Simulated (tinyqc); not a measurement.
What moves the results: smearing for a one-band metal on the square lattice. A value that a table varies takes the place of the one given here.

Lattice vectors (units of a): a1 = (1, 0), a2 = (0, 1). E(k) = -t A_1(k) - t2 A_2(k), A_m the sum of cos(k . R) over the 4 nearest and 4 second lattice vectors. Mesh k = sum (j_i/N) b_i, j_i = 0 .. N-1.

With x = (E_k - mu)/sigma: Fermi-Dirac f = 1/(1 + exp(x)), s = -f ln f - (1 - f) ln(1 - f); Gaussian f = erfc(x)/2, s = exp(-x^2)/(2 sqrt(pi)); Methfessel-Paxton (first order) f = erfc(x)/2 - x exp(-x^2)/(2 sqrt(pi)), s = (1 - 2 x^2) exp(-x^2)/(4 sqrt(pi)); cold (Marzari-Vanderbilt) with y = x + 1/sqrt(2), f = erfc(y)/2 + exp(-y^2)/sqrt(2 pi), s = y exp(-y^2)/sqrt(2 pi). With weights w = points/N^d (d the dimension), mu solves 2 sum w f = ne; E = 2 sum w f E_k, S = 2 sum w s, F = E - sigma S.

With x = (E_k - mu)/sigma: Gaussian f = erfc(x)/2, s = exp(-x^2)/(2 sqrt(pi)); Methfessel-Paxton (first order) f = erfc(x)/2 - x exp(-x^2)/(2 sqrt(pi)), s = (1 - 2 x^2) exp(-x^2)/(4 sqrt(pi)). With weights w = points/N^d (d the dimension), mu solves 2 sum w f = ne; E = 2 sum w f E_k, S = 2 sum w s, F = E - sigma S.

With x = (E_k - mu)/sigma: cold (Marzari-Vanderbilt) with y = x + 1/sqrt(2), f = erfc(y)/2 + exp(-y^2)/sqrt(2 pi), s = y exp(-y^2)/sqrt(2 pi). With weights w = points/N^d (d the dimension), mu solves 2 sum w f = ne; E = 2 sum w f E_k, S = 2 sum w s, F = E - sigma S.

Parameters, chosen for this exercise:
- t = 0.72 eV (nearest hopping)
- t2 = 0.07 eV (second hopping)
- ne = 1.47 (electrons per cell)
- N = 6 (unshifted mesh)
- sigma = 0.072 eV (width)

## Error of each scheme against the width

All on the dense mesh N = 200. The reference is F of first-order Methfessel-Paxton smearing with sigma = 0.05 t on the mesh N = 200; it moves by 0.00 meV on the mesh N = 250, so errors below a few times that are not resolved.

Errors (meV per cell):

| sigma (eV) | FD F | FD (E+F)/2 | Gauss F | Gauss (E+F)/2 | MP F | cold F |
|---|---|---|---|---|---|---|
| 0.072 | -3.56 | 0.01 | -0.54 | 0.00 | 0.00 | 0.01 |
| 0.108 | -8.04 | 0.08 | -1.21 | 0.00 | 0.00 | 0.03 |
| 0.144 | -14.40 | 0.23 | -2.16 | 0.00 | 0.00 | 0.07 |
| 0.216 | -32.86 | 0.51 | -4.86 | 0.02 | 0.02 | 0.28 |
| 0.288 | -58.73 | 0.06 | -8.66 | 0.06 | 0.08 | 0.77 |
| 0.432 | -130.02 | -5.96 | -19.67 | 0.33 | 0.47 | 3.19 |
| 0.576 | -222.13 | -20.91 | -35.37 | 0.76 | 1.15 | 6.54 |

reference = -0.92204 eV

What does this show?

Doubling sigma from 0.144 to 0.288 eV multiplies the error of F by 4.1 (Fermi-Dirac) and 4.0 (Gaussian); a pure sigma^2 term would give 4. At the smallest width Fermi-Dirac errs 6.6 times as much as Gaussian, against 2 pi^2/3 = 6.6 for the ratio of the sigma^2 terms at equal sigma. At the largest width the sizes of the errors rank Gauss (E+F)/2 0.8, MP F 1.1, cold F 6.5, FD (E+F)/2 20.9, Gauss F 35.4, FD F 222.1 meV; the reference is good to about 0.01 meV.

## Mesh against width

Gaussian smearing, (E + F)/2. The reference is F of first-order Methfessel-Paxton smearing with sigma = 0.05 t on the mesh N = 200; it moves by 0.00 meV on the mesh N = 250, so errors below a few times that are not resolved.

Errors (meV per cell):

| N | sigma = 0.05 t | sigma = 0.15 t | sigma = 0.4 t |
|---|---|---|---|
| 4 | 12.11 | 8.65 | 0.02 |
| 8 | 13.92 | 11.38 | 5.96 |
| 12 | -2.87 | -3.30 | -1.74 |
| 16 | 2.77 | 2.13 | 0.22 |
| 24 | 0.37 | 0.25 | 0.05 |
| 48 | -0.01 | -0.01 | 0.06 |

reference = -0.92204 eV

What can be read from the table?

First N from which the value stays within 2 meV of its last entry (which need not be the best one): 24 for sigma = 0.05 t, 24 for sigma = 0.15 t, 12 for sigma = 0.4 t. At the last mesh the errors are -0.01, -0.01 and +0.06 meV. The widest smearing converges sooner with the mesh than the narrowest; a level at which its last entries rest, if any, is its bias. The smallest error belongs to 0.05 t on 0, 0.15 t on 1, 0.4 t on 5 of the 6 meshes.

## What moves the results of cold (Marzari-Vanderbilt) smearing

All sums formed anew. Each row changes one parameter from the base and keeps the others.

Results:

| case | mu (eV) | E (eV) | S | F (eV) |
|---|---|---|---|---|
| base | 0.9067 | -0.9236 | 0.0051 | -0.9239 |
| N = 12 | 0.8866 | -0.9250 | 0.0012 | -0.9250 |
| sigma = 0.144 eV | 0.9535 | -0.9236 | 0.0051 | -0.9243 |
| ne = 1.57 | 1.3605 | -0.8019 | 0.0368 | -0.8045 |
| t2 = 0.142 eV | 1.0507 | -0.8639 | 0.0051 | -0.8643 |
| t = 0.792 eV | 0.9787 | -1.0217 | 0.0051 | -1.0221 |

What does this show?

The largest shifts from the base row, up to three for each result and ties (the steps differ in size, so this ranks the rows, not the parameters). mu (eV): ne +0.4538, t2 +0.1440, t +0.0720. E (eV): ne +0.1217, t -0.0982, t2 +0.0597; unchanged at the printed digits by sigma. S: ne +0.0317, N -0.0040; unchanged at the printed digits by sigma, t2 and t. F (eV): ne +0.1194, t -0.0982, t2 +0.0597.

Program tinyqc; command `OMP_NUM_THREADS=1 python tinyqc.py 1650499 1650500 out.jsonl`; about 0.07 s on one thread of a shared Intel(R) Xeon(R) Processor @ 2.30GHz.
